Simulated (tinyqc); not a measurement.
Inputs raised by 5 %, one at a time: thermal stress and diffusional relaxation in a metal film: Coble and Nabarro-Herring creep, cooling and holds. Computed by tinyqc, a small Python program. Command: `OMP_NUM_THREADS=1 python tinyqc.py 3028143 3028144 out.jsonl creep sens`. One thread of a shared host (Intel(R) Xeon(R) Processor @ 2.30GHz), about 0.05 s of CPU time with the checks.

A thin film on a rigid substrate is stress-free at T0. Tension is positive and the film creeps linearly: d sigma/dt = -M (mismatch) dT/dt - sigma/tau.

Inputs (values chosen for the exercise, modelled on gold films on silicon): biaxial modulus M = 133 GPa; expansion mismatch = 10.9 1e-6/K; atomic volume Omega = 17 angstrom^3; lattice prefactor D0 = 1.2e-05 m^2/s; lattice energy E = 1.83 eV; boundary prefactor (delta D_b)0 = 2.7e-16 m^3/s; boundary energy E_b = 0.901 eV; grain size d = 0.46 um; stress-free temperature T0 = 300 C; hold temperature T = 120 C; hold time t = 1.1 h; cooling rate = 100 C/min.

Constants: k_B = 1.380649e-23 J/K; k_B = 8.617333262e-05 eV/K.

Method:
- Thermoelastic slope = M x mismatch; sigma_0 = slope x (T0 - T).
- Creep rate per stress: Nabarro-Herring 14 D Omega/(k_B T d^2), Coble (14 pi) delta D_b Omega/(k_B T d^3), with D = D0 exp(-E/(k_B T)), delta D_b = (delta D_b)0 exp(-E_b/(k_B T)); 1/tau = M x (sum of both)/2 (biaxial strain rate is half the uniaxial one).
- Temperatures in kelvin are T(C) + 273.15.
- sigma(t) = sigma_0 exp(-t/tau), relaxed part sigma_0 - sigma(t); the grain size where both mechanisms are equal is pi delta D_b/D.
- Cooling from T0 at the constant rate: d sigma/dT = -slope + sigma/(tau(T) x rate), integrated to 25 C (stiff solver, tolerance 1e-9).
- Effective stress-free temperature T_eff = 25 C + sigma/slope.

Runs; columns: (1) input moved; (2) from; (3) to; (4) relaxation time tau (h); (5) stress relaxed during the hold (MPa); (6) stress at 25 C (MPa); (7) stress after the hold (MPa):
```
(1)                                          (2)        (3)    (4)    (5)    (6)    (7)
base run                                       -          -   3.88  64.45  326.3  196.5
expansion mismatch (1e-6/K)                 10.9     11.445   3.88  67.67  342.6  206.3
boundary prefactor (delta D_b)0 (m^3/s)  2.7e-16  2.835e-16   3.69  67.22  324.6  193.7
boundary energy E_b (eV)                   0.901    0.94605  14.66  18.87  359.7  242.1
cooling rate (C/min)                         100        105   3.88  64.45  328.0  196.5
lattice prefactor D0 (m^2/s)             1.2e-05   1.26e-05   3.88  64.45  326.3  196.5
```

Exponents ln(y'/y) / ln(x'/x):
```
input                            relaxation time tau  stress relaxed during the hold  stress at 25 C  stress after the hold
expansion mismatch                             0.000                           1.000           1.000                  1.000
boundary prefactor (delta D_b)0               -1.000                           0.862          -0.108                 -0.291
boundary energy E_b                           27.254                         -25.180           1.998                  4.276
cooling rate                                   0.000                           0.000           0.108                  0.000
lattice prefactor D0                           0.000                           0.000           0.000                  0.000
```

Which inputs matter most for each result?

Among the inputs moved here: relaxation time tau answers most in size to boundary energy E_b (exponent +27.254), next to boundary prefactor (delta D_b)0 (-1.000); its exponent is below 0.0005 for expansion mismatch, cooling rate, lattice prefactor D0. Its exponent -1.000 in boundary prefactor (delta D_b)0: boundary diffusion carries the creep. Its exponent 0.000 in lattice prefactor D0: boundary diffusion is much faster than lattice diffusion. Stress relaxed during the hold answers most in size to boundary energy E_b (exponent -25.180), next to expansion mismatch (+1.000); its exponent is below 0.0005 for cooling rate, lattice prefactor D0. Stress at 25 C answers most in size to boundary energy E_b (exponent +1.998), next to expansion mismatch (+1.000); its exponent is below 0.0005 for lattice prefactor D0. Stress after the hold answers most in size to boundary energy E_b (exponent +4.276), next to expansion mismatch (+1.000); its exponent is below 0.0005 for cooling rate, lattice prefactor D0.

Caution (all rows): bulk creep laws overstate relaxation in a bonded film, where the substrate constrains boundary diffusion, and dislocation glide is left out. Caution (all rows): bulk creep laws overstate relaxation in a bonded film, and dislocation glide would cap stresses above the yield stress.
